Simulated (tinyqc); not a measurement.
Tail temperature from the power law.

Problem. When tail states hold most of the charge, the linear current goes as I = A (Vg - VT)^g with g = 2 Tt/T - 1. Find g, Tt and the tail width kB Tt.

Inputs (values chosen for the exercise): temperature T = 250 K.

Constants: q = 1.602176634e-19 C, kB = 1.380649e-23 J/K, Vt = kB T/q. Results are converted to the units shown.

I at Vg - VT = 4 and 6 V (nA): 7.3799275  14.822760

Solution. g is the slope of ln I against ln(Vg - VT).

g = 1.720
Tt = 340.0 K
kB Tt = 29.30 meV

Program tinyqc, `OMP_NUM_THREADS=1 python tinyqc.py 2610002 2610003 out.jsonl`; Intel Xeon 2.30GHz, shared host, one thread, about 0.02 s.
